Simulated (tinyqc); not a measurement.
## Doping and voltage from widths and field

Problem. In the depletion approximation an abrupt p-n junction has a triangular field: peak E = q Nd xn/(eps0 eps_r) = q Na xp/(eps0 eps_r), W = xn + xp, and Vbi - V = E W/2. Find Nd, Na and Vbi - V.

Inputs (values chosen for the exercise): relative permittivity eps_r = 11.9.

Constants: q = 1.602176634e-19 C, eps0 = 8.8541878128e-14 F/cm where lengths are in cm. Results are converted to the units shown.

W = 583.50996 nm
peak field = 29.178015 kV/cm
xn = 533.01391 nm

Solution. Gauss's law on each side gives its doping from the peak field and its width; the voltage is the area of the triangle.

Nd = 3.60e15 cm^-3
Na = 3.80e16 cm^-3
Vbi - V = 0.851 V

Computed by the program tinyqc: `OMP_NUM_THREADS=1 python tinyqc.py 2000136 2000137 out.jsonl`, one thread of a shared Intel Xeon 2.30GHz, about 0.03 s for the whole run.
